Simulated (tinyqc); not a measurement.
Junctionless gate-all-around wire, depletion approximation: one step of the calculation.

A uniformly doped n-type wire of radius R under a surrounding gate; long channel. Below flat band a shell from radius rc to R is fully depleted and the neutral core, at channel potential V (0 at the source, Vd at the drain), carries the current with constant mobility; s = (rc/R)^2 is the share of the cross-section that conducts. The edge of the depleted shell is taken as abrupt, so there is no subthreshold current.

Task. Voltages that deplete the wire. Cox = eps0 eox/(R ln(1 + tox/R)); A = q Nd R^2/(4 eps0 eps_r); B = q Nd R/(2 Cox); VT = Vfb - A - B.

Inputs (values chosen for the exercise); material values those of a made-up semiconductor:
```
symbol,value,unit,meaning
eps_r,14,,relative permittivity of the semiconductor
eox,9,,relative permittivity of the gate insulator
tox,8.4,nm,insulator thickness
R,30,nm,wire radius
Nd,1.5e18,cm^-3,donor density
Vfb,0.55,V,flat-band voltage
```

Constants: q = 1.602176634e-19 C, eps0 = 8.8541878128e-14 F/cm where lengths are in cm. Results are converted to the units shown.

Find: Cox; A; B; VT.

Result.

Cox = 1.0760 uF/cm^2
A = 0.43622 V
B = 0.33502 V
VT = -0.22124 V

Of the 0.771 V needed, 43.4 % drops over the insulator. The device is normally on.

tinyqc, about 0.01 s, one thread, Intel Xeon 2.30GHz (shared host): `OMP_NUM_THREADS=1 python tinyqc.py 2460012 2460013 out.jsonl`
